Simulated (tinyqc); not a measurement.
Changing the junction voltage V: current of a Schottky diode by thermionic-emission-diffusion theory, and its read-back from I-V-T and C-V data. Computed by tinyqc, a small Python program. Command: `OMP_NUM_THREADS=1 python tinyqc.py 3011110 3011111 out.jsonl schottky sweep`. One thread of a shared host (Intel(R) Xeon(R) Processor @ 2.30GHz), about 0.01 s of CPU time with the checks.

Full ionisation, no tunnelling, no recombination current. V is the voltage across the junction itself, forward positive.

Inputs (values chosen for the exercise, modelled on n-type amorphous oxide):

| quantity | value | unit |
|---|---|---|
| Richardson constant A* | 39.2 | A/(cm^2 K^2) |
| effective density of states at 300 K, N_c | 5.2e+18 | 1/cm^3 |
| permittivity eps | 10 | - |
| mobility mu | 10 | cm^2/(V s) |
| barrier without image force phi_0 | 0.779 | eV |
| doping N | 7.8e+16 | 1/cm^3 |
| series resistance R_s | 3.5 | milliohm cm^2 |
| temperature T | 350 | K |

Barrier: uniform.

Constants: k_B = 8.617333262e-05 eV/K; e = 1.602176634e-19 C; eps_0 = 8.8541878128e-12 F/m.

Method:
- N_c(T) = N_c (T/300 K)^(3/2); V_bi = phi_0 - (k_B T/e) ln(N_c(T)/N); surface field F = sqrt(2 e N (V_bi - V - k_B T/e)/(eps eps_0)); image lowering d_phi = sqrt(e F/(4 pi eps eps_0)); effective barrier phi = phi_0 - d_phi.
- Collection velocity v_R = A* T^2/(e N_c(T)); diffusion velocity v_D = mu F; J = e N_c(T) v_R/(1 + v_R/v_D) exp(-phi/k_B T) [exp(e V/k_B T) - 1].
- Terminal voltage V + J R_s.
- Ideality n = (e/k_B T)/(d ln J/dV) by a central difference of +/- 1 mV; J_0 = J exp(-e V/(n k_B T)); apparent barrier phi_IV = k_B T ln(A* T^2/J_0); a C-V plot gives phi_CV = phi_0, the mean without lowering.

One run for each value:

| junction voltage V (V) | current density J (A/cm^2) | ideality factor n | image lowering (meV) | terminal voltage (V) |
|---|---|---|---|---|
| 0.15 | 3.220e-03 | 1.043 | 40.62 | 0.1500 |
| 0.22 | 2.929e-02 | 1.058 | 39.00 | 0.2201 |
| 0.29 | 2.591e-01 | 1.072 | 37.14 | 0.2909 |
| 0.42 | 1.342e+01 | 1.122 | 32.69 | 0.4670 |
| 0.49 | 1.005e+02 | 1.198 | 29.26 | 0.8417 |

Give the missing row, junction voltage V (V) = 0.35.

Computed row:
```
junction voltage V (V)  current density J (A/cm^2)  ideality factor n  image lowering (meV)  terminal voltage (V)
0.35                                     1.637e+00              1.088                 35.30                0.3557
```

Interpolating between the two neighbouring rows (linearly) misses most in current density J (A/cm^2), by a factor of 3.9. Over the rows, current density J (A/cm^2) rises from 0.00322 to 100 (exponent d ln y / d ln x 5.8 between the first rows and 13 between the last); ideality factor n rises from 1.04 to 1.20 (exponent d ln y / d ln x 0.039 between the first rows and 0.43 between the last); image lowering (meV) falls from 40.6 to 29.3 (exponent d ln y / d ln x -0.11 between the first rows and -0.72 between the last).  Left out: 0.560, 0.620 (the bias is too near flat band).
